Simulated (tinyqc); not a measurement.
# Undoped symmetric double-gate MOSFET, analytic potential model: effects of single changes

An undoped body of thickness ts between two equal insulators and tied gates; long channel, electrons only, n = ni exp((psi - V)/Vt) with V the quasi-Fermi potential (0 at the source, Vd at the drain), constant mobility, no quantisation. Across the body psi(x) = V - 2 Vt ln[(ts/(2 beta)) sqrt(q ni/(2 eps0 eps_r Vt)) cos(2 beta x/ts)], x from the centre. Q is the electron charge per area of the whole body.

Values chosen for this exercise; material values close to those of In0.53Ga0.47As: temperature T = 300 K; band gap Eg = 0.742 eV; relative permittivity of the semiconductor eps_r = 14.2; conduction-band density of states at T Nc = 2.12e17 cm^-3; valence-band density of states at T Nv = 7.72e18 cm^-3; relative permittivity of the gate insulator eox = 7.25; insulator thickness tox = 2.3 nm; body thickness ts = 8 nm; gate work function less that of the intrinsic body dphi = -0.12 V; channel mobility mu = 480 cm^2/(V s); gate length L = 1 um; drain voltage Vd = 0.05 V.

Constants: q = 1.602176634e-19 C, kB = 1.380649e-23 J/K, Vt = kB T/q, eps0 = 8.8541878128e-14 F/cm where lengths are in cm. Results are converted to the units shown.

Each table varies one quantity; the others keep the values above.

## Effect of the body thickness

ni = sqrt(Nc Nv) exp(-Eg/(2 Vt)), Eg in volts; r = eps_r tox/(eox ts); V0 = dphi + 2 Vt ln[(2/ts) sqrt(2 eps0 eps_r Vt/(q ni))]. beta (between 0 and pi/2) solves (Vg - V0 - V)/(2 Vt) = ln(beta) - ln(cos beta) + 2 r beta tan(beta). Q = 8 eps0 eps_r Vt beta tan(beta)/ts; I = mu (1/L)(4 eps0 eps_r/ts)(2 Vt)^2 [g(beta_s) - g(beta_d)] per width, g = beta tan(beta) - beta^2/2 + r beta^2 tan^2(beta), with beta_s at V = 0 and beta_d at V = Vd.  I(low) is taken at Vg = 0.02 V, Qs and I(high) at Vg = 0.77 V.

Effect of the body thickness:
```
ts (nm)  V0 (V)  I(low) (nA/um)  Qs(high) (nC/cm^2)  I(high) (uA/um)
2.7      0.3248         0.07733                2214            50.13
3.7      0.3086          0.1060                2224            50.38
5.2      0.2910          0.1489                2231            50.56
7.3      0.2734          0.2091                2235            50.68
10       0.2572          0.2864                2238            50.74
14       0.2398          0.4009                2239            50.78
20       0.2213          0.5726                2240            50.81
```

What does the comparison show?

As ts goes from 2.7 to 20 nm, I(low) rises from 0.0773 to 0.573 nA/um and I(high) rises from 50.1 to 50.8 uA/um. On average I(low) goes as ts^(1.00) and I(high) goes as ts^(0.01). Below threshold the charge is proportional to the cross-section of the body; above it the insulator sets the charge. In every row the surface density at the source at the higher gate voltage passes 0.3 Nc, where Boltzmann statistics fail. For ts = 2.7 to 5.2 nm the body is thin enough for quantum confinement, left out here, to raise the threshold.

## Effect of the gate work function less that of the intrinsic body

Same model as above.

Result of one run:
```
dphi (V)  V0 (V)  I(low) (nA/um)  Qs(high) (nC/cm^2)  I(high) (uA/um)
-0.17     0.2187           1.584                2486            56.65
```

What becomes of these results when the gate work function less that of the intrinsic body dphi is changed from -0.17 to 0.03 V, all else the same?

Result of the changed run:
```
dphi (V)  V0 (V)  I(low) (nA/um)  Qs(high) (nC/cm^2)  I(high) (uA/um)
0.03      0.4187        6.921e-4                1507            33.36
```

The whole series:
```
dphi (V)  V0 (V)  I(low) (nA/um)  Qs(high) (nC/cm^2)  I(high) (uA/um)
-0.27     0.1187           73.24                2992            68.75
-0.22     0.1687           10.91                2738            62.67
-0.17     0.2187           1.584                2486            56.65
-0.12     0.2687          0.2291                2236            50.70
-0.07     0.3187         0.03312                1989            44.82
-0.02     0.3687        0.004788                1746            39.03
0.03      0.4187        6.921e-4                1507            33.36
```

As dphi goes from -0.27 to 0.03 V, I(low) falls from 73.2 to 6.92e-4 nA/um and I(high) falls from 68.7 to 33.4 uA/um. V0 rises from 0.119 to 0.419 V. In every row the surface density at the source at the higher gate voltage passes 0.3 Nc, where Boltzmann statistics fail.

Numbers from tinyqc (`OMP_NUM_THREADS=1 python tinyqc.py 2440066 2440067 out.jsonl`; about 0.01 s on one thread of a shared Intel Xeon 2.30GHz).
